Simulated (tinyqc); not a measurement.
Buckled dimers of a reconstructed (001) surface, two dangling bonds a dimer, step by step. Values are carried at full precision from step to step, so a last printed digit may differ when a step is redone from the rounded ones.

In a dimer one atom moves up by z and the other down by z; the dangling bond of the up atom (more s-like) falls by gm z and that of the down atom rises by gm z. With all dimers tilted alike: H(k) = [[-gm z - 2 ta cos k, -tp - 2 tx cos k], [., gm z - 2 ta cos k]], k along the row in 1/a. Two electrons a dimer fill the lowest N of the 2N levels on the mesh k_j = (j + 1/2) pi/N. Total energy a dimer: W(z) = (2/N) sum of the filled levels + kf z^2. Repulsion between electrons is left out.

Constants: kB = 8.617333262e-05 eV/K.

Inputs chosen for the exercise (of the size met on Si(001); not measured data):

| symbol | value | unit | meaning |
|---|---|---|---|
| tp | 0.33 | eV | pi coupling inside a dimer |
| ta | 0.14 | eV | coupling between like atoms along the row |
| tx | 0 | eV | diagonal coupling along the row |
| gm | 2.01 | eV/angstrom | shift of a dangling bond with height |
| z | 0.14 | angstrom | a trial buckling |
| k | 0.44 | pi/a | wave vector along the row |
| kf | 6.7 | eV/angstrom^2 | force constant of buckling |
| N | 16 |  | k points |

## One k point at the trial buckling

Form H, its levels and the weight of the lower one on the up atom, (1 + gm z/sqrt((gm z)^2 + h^2))/2 with h the off-diagonal element; k is given in pi/a.

H (eV):
```
           up     down
up    -0.3339  -0.3300
down  -0.3300   0.2289
```

levels (eV): -0.4862  0.3812

weight on the up atom = 0.8244

## The bands on the mesh

Both levels at each k_j for the trial z, and W(z).

Levels (eV):

| j | k (pi/a) | lower | upper |
|---|---|---|---|
| 0 | 0.0312 | -0.7123 | 0.1550 |
| 1 | 0.0938 | -0.7016 | 0.1657 |
| 2 | 0.1562 | -0.6806 | 0.1868 |
| 3 | 0.2188 | -0.6501 | 0.2172 |
| 4 | 0.2812 | -0.6113 | 0.2561 |
| 5 | 0.3438 | -0.5657 | 0.3017 |
| 6 | 0.4062 | -0.5150 | 0.3524 |
| 7 | 0.4688 | -0.4611 | 0.4062 |
| 8 | 0.5312 | -0.4062 | 0.4611 |
| 9 | 0.5938 | -0.3524 | 0.5150 |
| 10 | 0.6562 | -0.3017 | 0.5657 |
| 11 | 0.7188 | -0.2561 | 0.6113 |
| 12 | 0.7812 | -0.2172 | 0.6501 |
| 13 | 0.8438 | -0.1868 | 0.6806 |
| 14 | 0.9062 | -0.1657 | 0.7016 |
| 15 | 0.9688 | -0.1550 | 0.7123 |

band energy = -0.8674 eV
elastic energy = 0.1313 eV
W = -0.7361 eV

The lower band is full and the upper empty.

## An isolated dimer

For ta = tx = 0, W = -2 sqrt(tp^2 + (gm z)^2) + kf z^2. It buckles if gm^2/kf > tp; then sqrt(tp^2 + (gm z)^2) = gm^2/kf, the gap is twice that, and the gain is (gm^2/kf - tp)^2 kf/gm^2.

gm^2/kf = 0.6030 eV
buckling z = 0.2511 angstrom
gap = 1.2060 eV
gain = 0.1236 eV

The pi bond is too weak to resist: the dimer tilts and charge moves to the up atom.

## The row at its minimum

Minimise W over z from 0 to 1 angstrom. Gap: lowest upper level less highest lower level on 201 points from 0 to pi (negative: overlap). Charge moved to the up atom: the mean of gm z/sqrt((gm z)^2 + h^2) over the mesh, valid for a full lower band.

z = 0.2511 angstrom
gain over flat dimers = 0.1236 eV

gap (eV): flat 0.1000, at the minimum 0.6460

charge moved = 0.837 e

With these values the flat row already has a gap and buckling widens it; fuller one-electron models of Si(001) and Ge(001) find the flat dimers metallic. Per dimer, the gain is also the barrier for flipping the whole row together in this picture, 4.8 kT at 300 K.

## Checks

- Buckling of an isolated dimer from the formula against numerical minimisation: both 0.2511.

Program tinyqc; command `OMP_NUM_THREADS=1 python tinyqc.py 1482892 1482893 out.jsonl`; about 0.03 s on one thread of a shared Intel(R) Xeon(R) Processor @ 2.30GHz.
